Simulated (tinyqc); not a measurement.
Pariser-Parr-Pople SCF with singles CI, for the molecule c1cnc2occc2c1 (SMILES; centres numbered as the heavy atoms are written), step by step. One step of it, computed by the program tinyqc.

Question. Iteration 2: orbitals and new P. Diagonalise F (the basis is taken as orthonormal) and form P = 2 sum c c over the lowest orbitals; 0.3 of the old P is kept.

F (eV):
```
           1C         2C         3N         4C          5O         6C         7C         8C
1C  -4.815445  -3.089289   0.138480   0.203196   -0.321632  -0.050346   0.127190   0.268916
2C  -3.089289  -3.082048  -5.378849   0.487743    0.536722  -0.065082  -0.213410   0.089636
3N   0.138480  -5.378849  -7.470068  -3.888187   -0.343656   0.113063   0.154128  -0.106765
4C   0.203196   0.487743  -3.888187  -6.853863   -4.546866   0.054658   0.416305  -3.091481
5O  -0.321632   0.536722  -0.343656  -4.546866  -14.699430  -3.267205   0.142700  -0.031099
6C  -0.050346  -0.065082   0.113063   0.054658   -3.267205  -8.862722  -5.704315  -0.110072
7C   0.127190  -0.213410   0.154128   0.416305    0.142700  -5.704315  -6.165262  -3.778663
8C   0.268916   0.089636  -0.106765  -3.091481   -0.031099  -0.110072  -3.778663  -6.118584
9C  -3.190805   0.033875   0.018285  -0.007895    0.288478   0.576483   0.060945  -5.237780

           9C
1C  -3.190805
2C   0.033875
3N   0.018285
4C  -0.007895
5O   0.288478
6C   0.576483
7C   0.060945
8C  -5.237780
9C  -3.779207
```

pi electrons, sum of z_r less the charge = 10

P after iteration 1:
```
           1C         2C         3N         4C         5O         6C         7C         8C
1C   1.307020   0.185147  -0.052294  -0.087053   0.190861   0.033631  -0.070611  -0.102659
2C   0.185147   0.883705   0.742487  -0.186196  -0.289501   0.043475   0.129707  -0.038402
3N  -0.052294   0.742487   1.331394   0.356564   0.128690  -0.060415  -0.081231   0.040311
4C  -0.087053  -0.186196   0.356564   1.152413   0.530434  -0.019802  -0.150868   0.185728
5O   0.190861  -0.289501   0.128690   0.530434   1.302098   0.236091  -0.048199   0.010504
6C   0.033631   0.043475  -0.060415  -0.019802   0.236091   1.068170   0.877440   0.039877
7C  -0.070611   0.129707  -0.081231  -0.150868  -0.048199   0.877440   0.889664   0.367756
8C  -0.102659  -0.038402   0.040311   0.185728   0.010504   0.039877   0.367756   1.201681
9C   0.212065  -0.012932  -0.007766   0.003014  -0.148125  -0.309732  -0.024265   0.753884

           9C
1C   0.212065
2C  -0.012932
3N  -0.007766
4C   0.003014
5O  -0.148125
6C  -0.309732
7C  -0.024265
8C   0.753884
9C   0.863854
```

Give: orbital energies; P after iteration 2.

Answer.

orbital energies (eV): -18.604  -13.480  -12.891  -10.311  -7.776  -2.316  -1.202  1.327  3.406

P after iteration 2:
```
        1C      2C      3N      4C      5O      6C      7C      8C
1C   1.195   0.453  -0.026  -0.329   0.216   0.026  -0.116  -0.054
2C   0.453   0.791   0.732  -0.108  -0.169   0.109   0.042  -0.153
3N  -0.026   0.732   1.312   0.497  -0.064  -0.011  -0.008  -0.017
4C  -0.329  -0.108   0.497   1.007   0.463  -0.170  -0.072   0.404
5O   0.216  -0.169  -0.064   0.463   1.620   0.276  -0.162  -0.099
6C   0.026   0.109  -0.011  -0.170   0.276   1.174   0.864  -0.042
7C  -0.116   0.042  -0.008  -0.072  -0.162   0.864   0.895   0.413
8C  -0.054  -0.153  -0.017   0.404  -0.099  -0.042   0.413   1.163
9C   0.505   0.054  -0.148   0.011  -0.037  -0.250   0.026   0.707

        9C
1C   0.505
2C   0.054
3N  -0.148
4C   0.011
5O  -0.037
6C  -0.250
7C   0.026
8C   0.707
9C   0.842
```
